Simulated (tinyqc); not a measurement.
# Changing the temperature T

Model: quasi-harmonic thermal expansion with mode Grueneisen parameters. Computed by tinyqc, a small Python program. Command: `OMP_NUM_THREADS=1 python tinyqc.py 3021939 3021940 out.jsonl qha sweep`. One thread of a shared host (Intel(R) Xeon(R) Processor @ 2.30GHz), about 0.08 s of CPU time with the checks.

A crystal with two atoms a cell; per atom there are 1 transverse acoustic (TA), 1/2 longitudinal acoustic (LA) and 3/2 optical (O) modes. Every frequency of group i scales as nu_i (V/V0)^(-gamma_i). Each group has one frequency. Static energy: E = (9 V0 B0/16) [y^3 B' + y^2 (2 - 4 y)], y = (V0/V)^(2/3) - 1, with pressure P_s = (3 B0/2) (z^7 - z^5) [1 + (3/4)(B' - 4)(z^2 - 1)], z = (V0/V)^(1/3).

Inputs (values chosen for the exercise, for a model crystal):

| quantity | value | unit |
|---|---|---|
| static volume V0 | 24.8 | angstrom^3/atom |
| static bulk modulus B0 | 32.3 | GPa |
| static B' | 4.34 | - |
| frequency nu_TA | 4.44 | THz |
| frequency nu_LA | 11.3 | THz |
| frequency nu_O | 14.7 | THz |
| Grueneisen parameter gamma_TA | -0.76 | - |
| Grueneisen parameter gamma_LA | 1.8 | - |
| Grueneisen parameter gamma_O | 0.96 | - |
| step factor f | 0.8 | - |

Acoustic groups: Einstein.

Constants: h x 1 THz = 4.135667696 meV; k_B = 8.617333262e-05 eV/K; 1 eV/angstrom^3 = 160.2176634 GPa.

Method:
- For a mode with x = h nu/(k_B T), n = 1/(exp(x) - 1): U = h nu (n + 1/2), C/k_B = x^2 n (n + 1); U_i and C_i sum these over group i with its weight per atom.
- Phonon pressure P_ph = sum_i gamma_i U_i/V.
- gamma_th = sum gamma_i C_i / sum C_i; volume expansion coefficient alpha_V = gamma_th C k_B/(B0 V0); linear coefficient alpha_V/3; first-order volume change P_ph/B0.
- Start at V0 and step V(new) = V [1 + f (P_s + P_ph)/B0]; stop when |P_s + P_ph| < 1e-8 GPa, after 60 steps, or when V leaves 0.7 to 1.3 V0.
- B_T = -V d(P_s + P_ph)/dV at fixed T (central difference, step 1e-4 V); alpha_V = sum gamma_i C_i k_B/(B_T V), all at V(T); the linear coefficient is alpha_L = alpha_V/3.
- C_P - C_V = alpha_V^2 B_T V T; the optical frequency is nu_O (V/V0)^(-gamma_O).

One run for each value:

| temperature T (K) | linear expansion coefficient (ppm/K) | gamma_th at V0 | volume change from V0 (%) | isothermal bulk modulus B_T (GPa) | C_P - C_V (k_B/atom) |
|---|---|---|---|---|---|
| 20 | -1.0947e-02 | -0.76000 | 1.1591 | 31.615 | 1.2391e-09 |
| 30 | -1.7524e-01 | -0.75986 | 1.1589 | 31.614 | 4.7629e-07 |
| 44 | -8.0285e-01 | -0.75503 | 1.1570 | 31.615 | 1.4663e-05 |
| 65 | -1.7840e+00 | -0.69968 | 1.1485 | 31.618 | 1.0696e-04 |
| 96 | -2.0081e+00 | -0.46021 | 1.1294 | 31.622 | 2.0013e-04 |
| 140 | -4.3129e-01 | -0.07752 | 1.1117 | 31.600 | 1.3451e-05 |
| 210 | 2.6883e+00 | 0.23802 | 1.1368 | 31.495 | 7.8150e-04 |
| 310 | 5.5071e+00 | 0.39379 | 1.2660 | 31.269 | 4.8129e-03 |
| 460 | 7.4328e+00 | 0.46671 | 1.5677 | 30.875 | 1.2884e-02 |
| 680 | 8.5602e+00 | 0.49936 | 2.1110 | 30.263 | 2.4893e-02 |
| 1000 | 9.2575e+00 | 0.51407 | 2.9923 | 29.356 | 4.1889e-02 |

Over the rows, linear expansion coefficient (ppm/K) goes from -0.0109 through a minimum among these rows, -2.01 at 96.0, to 9.26; gamma_th at V0 rises from -0.760 to 0.514; volume change from V0 (%) goes from 1.16 through a minimum among these rows, 1.11 at 140, to 2.99. alpha follows sum gamma_i C_i: each group joins once k_B T nears its h nu, the softest first, and its negative gamma makes the crystal shrink at first. C_P - C_V goes as alpha^2 T.

Caution (rows 20.0, 30.0): k_B T is far below h nu_TA; one frequency a group leaves out the long acoustic waves, so heat capacity and expansion coefficient come out far too small in size.

Extremes, crossings and ranges named in words are read from the listed rows.
